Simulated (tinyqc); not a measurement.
Self-consistent Fermi level with native defects, at growth and after a quench: one step, computed by the program tinyqc. Command: `OMP_NUM_THREADS=1 python tinyqc.py 3015719 3015720 out.jsonl scfermi walk`. One thread of a shared host (Intel(R) Xeon(R) Processor @ 2.30GHz), about 0.05 s of CPU time with the checks.

Energies are counted from the top of the valence band (VBM); when the gap shrinks with temperature the conduction band moves and the levels stay. The added dopant is taken as fully ionised. D and A draw on one reservoir with opposite signs, as the two vacancies of a compound do.

Question. After the quench to T. E_g(T) = E_g - slope x max(0, T - 300 K). N_c = 2 M_c (2 pi m_e k_B T/h^2)^(3/2) and N_v = 2 (2 pi m_h k_B T/h^2)^(3/2), masses in units of m_0. n = N_c F_1/2((E_F - E_g)/k_B T), p = N_v F_1/2(-E_F/k_B T). F_1/2(eta) = (2/sqrt(pi)) int_0^infinity sqrt(x)/(1 + exp(x - eta)) dx, by the trapezoid rule in t = sqrt(x) with step 0.02 up to t = 12 (for eta < -12 by exp(eta) - exp(2 eta)/2^(3/2)). After a quench the totals of D and A stay as grown, and each is shared among its charge states with weights exp(-(E_f(q, 0) + q E_F)/k_B T). Net charge = p - n + sum q c_q + N_X; the log ratio is ln(positive charge/negative charge). E_F is the root of the log ratio, by 50 bisections between -0.5 eV and E_g + 0.5 eV.

Inputs (values chosen for the exercise, with bands modelled on CdTe): gap E_g at 300 K = 1.53 eV; slope -dE_g/dT above 300 K = 0.00024 eV/K; electron mass m_e = 0.0929 m_0; valleys M_c = 1; hole mass m_h = 0.621 m_0; dopant density N_X = 9.1e+17 cm^-3; growth temperature T_g = 1080 K; temperature of use T = 200 K.

Added shallow dopant: donor.

total D = 1.062986e+17 cm^-3

total A = 2.996206e+18 cm^-3

E_f(q, E_F = 0) (eV): D(+2) 0.041, D(+1) 1.151, D(0) 2.261, A(0) 0.932, A(-1) 1.532

Constants: m_0 = 9.1093837015e-31 kg; k_B = 1.380649e-23 J/K; h = 6.62607015e-34 J s; k_B = 8.617333262e-05 eV/K.

Give: E_F after the quench; n after the quench; p after the quench; Frozen defects.

Answer.

E_F after the quench = 0.591 eV

n after the quench = 8.51e-07 cm^-3

p after the quench = 8476 cm^-3

Frozen defects:
```
state  c (cm^-3)  share of its total
D(+2)   1.06e+17            1.00e+00
D(+1)   8.97e+03            8.44e-14
D(0)    7.56e-10            7.12e-27
A(0)    1.87e+18            6.25e-01
A(-1)   1.12e+18            3.75e-01
```
